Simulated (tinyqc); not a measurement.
Hueckel theory of the pi electrons, for the molecule C=CC(C=C)=CO (SMILES; centres numbered as the heavy atoms are written), step by step. One step of it, computed by the program tinyqc.

Question. Orbitals. Diagonalise; E = alpha + x beta with beta < 0, so the largest x are filled first; degenerate levels share their electrons. P = sum n_i c_ri c_si; each orbital has its largest coefficient positive (the first on a tie).

Hueckel matrix in units of beta (H = alpha + beta A), order 1C, 2C, 3C, 4C, 5C, 6C, 7O:
$$\begin{pmatrix}
0.000000 & 1.000000 & 0.000000 & 0.000000 & 0.000000 & 0.000000 & 0.000000 \\
1.000000 & 0.000000 & 1.000000 & 0.000000 & 0.000000 & 0.000000 & 0.000000 \\
0.000000 & 1.000000 & 0.000000 & 1.000000 & 0.000000 & 1.000000 & 0.000000 \\
0.000000 & 0.000000 & 1.000000 & 0.000000 & 1.000000 & 0.000000 & 0.000000 \\
0.000000 & 0.000000 & 0.000000 & 1.000000 & 0.000000 & 0.000000 & 0.000000 \\
0.000000 & 0.000000 & 1.000000 & 0.000000 & 0.000000 & 0.000000 & 0.860000 \\
0.000000 & 0.000000 & 0.000000 & 0.000000 & 0.000000 & 0.860000 & 1.730000
\end{pmatrix}$$

pi electrons, sum of z_r less the charge = 8

Give: x values; occupations; coefficients; charge and bond-order matrix P.

Answer.

x values: [2.260, 1.731, 1.000, 0.347, -0.652, -1.000, -1.955]

occupations: [2.000, 2.000, 2.000, 2.000, 0.000, 0.000, 0.000]

coefficients, order 1C, 2C, 3C, 4C, 5C, 6C, 7O:
$$\begin{pmatrix}
0.095 & -0.240 & 0.500 & 0.477 & 0.396 & 0.500 & 0.222 \\
0.214 & -0.415 & 0.500 & 0.165 & -0.259 & -0.500 & -0.433 \\
0.389 & -0.479 & 0.000 & -0.420 & -0.228 & 0.000 & 0.626 \\
0.214 & -0.415 & -0.500 & 0.165 & -0.259 & 0.500 & -0.433 \\
0.095 & -0.240 & -0.500 & 0.477 & 0.396 & -0.500 & 0.222 \\
0.451 & 0.001 & 0.000 & -0.476 & 0.665 & 0.000 & -0.357 \\
0.732 & 0.558 & 0.000 & 0.296 & -0.240 & 0.000 & 0.083
\end{pmatrix}$$

charge and bond-order matrix P, order 1C, 2C, 3C, 4C, 5C, 6C, 7O:
$$\begin{pmatrix}
1.088 & 0.897 & -0.097 & -0.103 & 0.088 & -0.369 & 0.153 \\
0.897 & 0.991 & 0.425 & -0.009 & -0.103 & 0.035 & -0.052 \\
-0.097 & 0.425 & 1.113 & 0.425 & -0.097 & 0.749 & -0.214 \\
-0.103 & -0.009 & 0.425 & 0.991 & 0.897 & 0.035 & -0.052 \\
0.088 & -0.103 & -0.097 & 0.897 & 1.088 & -0.369 & 0.153 \\
-0.369 & 0.035 & 0.749 & 0.035 & -0.369 & 0.860 & 0.379 \\
0.153 & -0.052 & -0.214 & -0.052 & 0.153 & 0.379 & 1.871
\end{pmatrix}$$
